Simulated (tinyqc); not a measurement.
MOS capacitor on a p-type substrate, surface potential from the exact charge relation: course of the Newton iteration.

Uniform p-type substrate, Boltzmann statistics, full ionisation, classical densities. psi is the surface potential against the body (positive when the bands bend down) and u = psi/Vt. Traps are spread evenly over the gap and neutral at flat band, so their charge is -q Dit psi; the minority quasi-Fermi level is shifted by Vb.

ni = sqrt(Nc Nv) exp(-Eg/(2 Vt)), Eg in volts; phiF = Vt ln(N/ni); Cox = eps0 eox/tox; Vfb = phiM - chi - (Eg - Vt ln(Nv/N)) - q Nf/Cox; Q0 = sqrt(2 eps0 eps_r q N Vt); r = (ni/N)^2 exp(-Vb/Vt); VT = Vfb + [(2 phiF + Vb)(1 + q Dit/Cox) + sqrt(2 eps0 eps_r q N (2 phiF + Vb))/Cox].

Start: psi = Vg - Vfb (all of the voltage in the semiconductor).

u = psi/Vt; F^2 = exp(-u) + u - 1 + r (exp(u) - u - 1); Qs = -sign(u) Q0 F; Cs = -dQs/dpsi = (Q0/Vt) |1 - exp(-u) + r (exp(u) - 1)|/(2 F). f = Vfb + psi + (q Dit psi - Qs)/Cox - Vg, f' = 1 + (Cs + q Dit)/Cox, psi(new) = psi - f/f'.

Stop when the step is below 1e-10 V, or after 20 iterations.

Parameters, values chosen for the exercise; band and dielectric values those of a made-up semiconductor:
```
symbol    value         unit                                                                 meaning
T           400            K                                                             temperature
Eg         3.27           eV                                                                band gap
eps_r      7.41                                                                relative permittivity
Nc      3.23e19        cm^-3                                  conduction-band density of states at T
Nv      3.36e19        cm^-3                                     valence-band density of states at T
chi        2.85           eV                                                       electron affinity
N        4.8e17        cm^-3                                       acceptor density of the substrate
eox         3.9               relative permittivity of the gate insulator (close to silicon dioxide)
tox          11           nm                                                     insulator thickness
phiM       3.96           eV                                                      gate work function
Nf            0        cm^-2                            fixed charge at the interface, in units of q
Dit           0  cm^-2 eV^-1                                              density of interface traps
Vb            0            V                    reverse bias of the inversion layer against the body
Vg         2.12            V                                           gate voltage against the body
```

Constants: q = 1.602176634e-19 C, kB = 1.380649e-23 J/K, Vt = kB T/q, eps0 = 8.8541878128e-14 F/cm where lengths are in cm. Results are converted to the units shown.

Course of the iteration:
```
iteration	psi before the step (V)	f (V)	step (V)
1	4.13356	3.55e6	-0.0689
2	4.06462	1.31e6	-0.0689
3	3.99568	4.81e5	-0.0689
4	3.92674	1.77e5	-0.0689
5	3.85780	6.51e4	-0.0689
6	3.78886	2.39e4	-0.0689
7	3.71993	8810	-0.0689
8	3.65099	3240	-0.0689
9	3.58207	1190	-0.0689
...	...	...	...
12	3.37571	59.0	-0.0681
13	3.30766	21.5	-0.0666
14	3.24103	7.77	-0.0641
15	3.17693	2.84	-0.0647
16	3.11224	1.18	-0.0948
17	3.01743	0.663	-0.304
18	2.71336	0.236	-0.180
19	2.53305	-9.50e-4	7.20e-4
20	2.53377	-1.66e-8	1.26e-8
```

Did this iteration meet its convergence test, and what does its course show?

No. Not converged within 20 iterations. In 12 iterations the step is within 3 % of 2 Vt = 68.9 mV: there Qs grows as exp(|u|/2), and a Newton step on such an exponential moves psi by 2 Vt whatever the distance left. A rerun from another start, psi = Vg - Vfb, limited to the range from -4 Vt to +(2 phiF + Vb + 4 Vt), converges in 6 iterations.

tinyqc, about 0.01 s, one thread, Intel Xeon 2.30GHz (shared host): `OMP_NUM_THREADS=1 python tinyqc.py 2060141 2060142 out.jsonl`
